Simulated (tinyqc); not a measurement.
# Epitaxial growth on a vicinal surface: Burton-Cabrera-Frank step flow, step-edge barrier and island nucleation, step by step

A worked calculation. Computed by tinyqc, a small Python program that keeps every step. Command: `OMP_NUM_THREADS=1 python tinyqc.py 3002336 3002337 out.jsonl stepflow walk`. One thread of a shared host (Intel(R) Xeon(R) Processor @ 2.30GHz), about 0.01 s of CPU time with the checks. Intermediate numbers are printed to about 7 digits and carried at full precision; extremes and crossings named in words are read from the listed rows.

Adatoms land at rate F, hop on a square grid (a simplification for hexagonal faces), desorb, or join steps. Lengths are in units of a and n is the adatom coverage. Steps ascend at x = 0 and descend at x = l.

Inputs (values chosen for the exercise, close to those used for Ge(001)):
```
quantity                     value      unit
site spacing a                   4  angstrom
step height h                 1.41  angstrom
diffusion barrier E_d         0.66        eV
desorption energy E_a         2.67        eV
adatom formation energy E_f   1.18        eV
step-edge barrier E_s        0.071        eV
attempt frequency nu            10       THz
deposition rate F              0.3  layers/s
miscut angle                     4   degrees
temperature T                  350         C
critical nucleus size i          1         -
```

Constants: k_B = 8.617333262e-05 eV/K.

## Scales

D = nu exp(-E_d/(k_B T)) (a^2/s, nu counted per direction); tau = exp(E_a/(k_B T))/nu; x_s = sqrt(D tau); n_eq = exp(-E_f/(k_B T)); terrace width l = h/(a tan(miscut)); Schwoebel length l_s = exp(E_s/(k_B T)) - 1. Temperatures in kelvin are T(C) + 273.15.

D = 4.594035e+07 a^2/s

lifetime tau = 3.925095e+08 s

diffusion length x_s = 1.342834e+08 a

equilibrium coverage n_eq = 2.861874e-10

terrace width l = 5.040985 a

Schwoebel length l_s = 2.751617 a

l/x_s = 3.75e-8: nearly every adatom reaches a step.

## Terrace solution

D n'' - n/tau + F = 0 with n(0) = n_eq and -l_s n'(l) = n(l) - n_eq. With u = n - F tau, A = n_eq - F tau, y = l/x_s, s = l_s/x_s: u = A cosh(x/x_s) + B sinh(x/x_s), B = A (1 - cosh y - s sinh y)/(sinh y + s cosh y). Flux into the ascending step J+ = D B/x_s, over the descending one J- = -(D/x_s)(A sinh y + B cosh y); step velocity J+ + J-; growth rate (J+ + J-)/l. For small y: J+ + J- = (F - n_eq/tau) l, J-/J+ = l/(l + 2 l_s). The coverage peaks where n' = 0, tanh(x/x_s) = -B/A.

J+ = 1.023148 atoms per step site and s

J- = 0.4891472 atoms per step site and s

growth rate = 0.3 layers/s

peak coverage = 3.826414e-08

position of the peak = 3.410494 a

Less than 1e-8 % of the flux desorbs; even closely spaced steps lose n_eq/tau, 2.4e-16 % of F. The ascending step takes 67.7 %: the barrier makes an uphill current, which evens out terrace widths but makes steps meander and favours mounds on wide terraces. Caution: terraces under ten sites wide are at the edge of a continuum description.

## Step flow or islands

Island density on a flat surface without desorption: N = 0.25 (F/D)^(i/(i+2)) exp(E_i/((i+2) k_B T)) per site, with E_i = 0 for i = 1; spacing l_n = N^(-1/2). Step flow needs an effective width l_eff = 2 x(peak) below l_n.

island density N on a flat surface = 4.672855e-04 per site

island spacing l_n = 46.26034 a

ratio l_eff/l_n = 0.1474479

Steps capture adatoms before they meet: step flow. Caution: the prefactor 0.25 and the criterion are estimates, good to a factor of about two in length.

## Growth mode over temperature

x(peak) solves tanh(x/x_s) = -B/A. Rows where evaporation outweighs deposition are left out.

Scales:
```
T (C)       x_s (a)   l_s (a)  incorporated share   l_n (a)  l_eff/l_n
150    9.326024e+11  6.008424            1.000000  17.56819  0.4429688
200    5.067596e+10  4.705052            1.000000  24.16425  0.3093248
250    4.804983e+09  3.830368            1.000000  31.27199  0.2307983
300    6.872079e+08  3.210287            1.000000  38.69008  0.1809833
350    1.342834e+08  2.751617            1.000000  46.26034  0.1474479
400    3.344197e+07  2.400689            1.000000  53.86278  0.1237814
450    1.009364e+07  2.124736            1.000000  61.40885  0.1064294
500    3.557070e+06  1.902776            1.000000  68.83481  0.0933009
550    1.422867e+06  1.720828            1.000000  76.09611  0.0831038
```

The ratio stays below 1: step flow in every row. Incorporation goes from 100.0 % to 100.0 %.

Checks made by the program: growth rate against F minus desorption, from a numerical solution (relative difference below 1e-10).
